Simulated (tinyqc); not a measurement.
Raman line shape of confined optical phonons and breathing modes of small crystals: one step, computed by the program tinyqc.

Confinement in 3 direction(s) lets phonons with q away from zero scatter light. q is in units of 2 pi/a, from 0 to 1, and the branch is isotropic: omega(q)^2 = (omega_0^2 + omega_X^2)/2 + ((omega_0^2 - omega_X^2)/2) cos(pi q). The model and its constant beta are phenomenological; beta = 8 is the common choice.

Problem. Range of wave vectors. Weight W(q) = q^2 exp(-(2 L q/a)^2/(2 beta)) dq, that is exp(-k^2 L^2/(2 beta pi^2)) for k = 2 pi q/a. Width q_c = a sqrt(2 beta)/(2 L), where the exponential falls to 1/e; curvature of the branch: omega(q) = omega_0 - c q^2, c = pi^2 (omega_0^2 - omega_X^2)/(8 omega_0); for small q_c the mean of q^2 is (number of confined directions) q_c^2/2, and the mean shift is -c times that.

Inputs (values chosen for the exercise, modelled on germanium):
```
quantity,value,unit
bulk frequency omega_0,300.6,1/cm
frequency at the zone boundary omega_X,236,1/cm
lattice constant a,5.658,angstrom
size L,10,nm
confinement constant beta,8,-
```

Shape: sphere.

Give: q_c; curvature c; mean shift, quadratic estimate; omega(q_c) - omega_0.

Solution.

q_c = 0.11316 2 pi/a

curvature c = 142.27 1/cm

mean shift, quadratic estimate = -2.7326 1/cm

omega(q_c) - omega_0 = -1.8081 1/cm
